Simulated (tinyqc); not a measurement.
Ion implantation: universal nuclear stopping, Lindhard-Scharff electronic stopping and a Gaussian range profile: one step, computed by the program tinyqc. Command: `OMP_NUM_THREADS=1 python tinyqc.py 3026313 3026314 out.jsonl implant walk`. One thread of a shared host (Intel(R) Xeon(R) Processor @ 2.30GHz), about 0.1 s of CPU time with the checks.

An ion slows by elastic collisions with screened nuclei and by friction with electrons; channelling is ignored and the target is uniform.

Question. Gaussian profile. C(x) = C_p exp(-(x - R_p)^2/(2 dR_p^2)) with C_p = Q/(sqrt(2 pi) dR_p), 1 nm = 1e-7 cm; the profile falls to the background at x_j = R_p + dR_p sqrt(2 ln(C_p/C_B)); the peak atomic fraction is C_p/N.

Inputs (values chosen for the exercise, modelled on silicon ions in silicon): target density N = 49.94 1/nm^3; dose Q = 2.3e+12 1/cm^2; background C_B = 3.3e+16 1/cm^3.

straggle dR_p = 9.758401 nm

projected range R_p = 29.27524 nm

Give: peak concentration C_p; depth x_j where C falls to C_B; peak atomic fraction.

Answer.

peak concentration C_p = 9.403e+17 1/cm^3

Depth x_j where C falls to C_B = 54.53 nm

peak atomic fraction = 1.883e-05
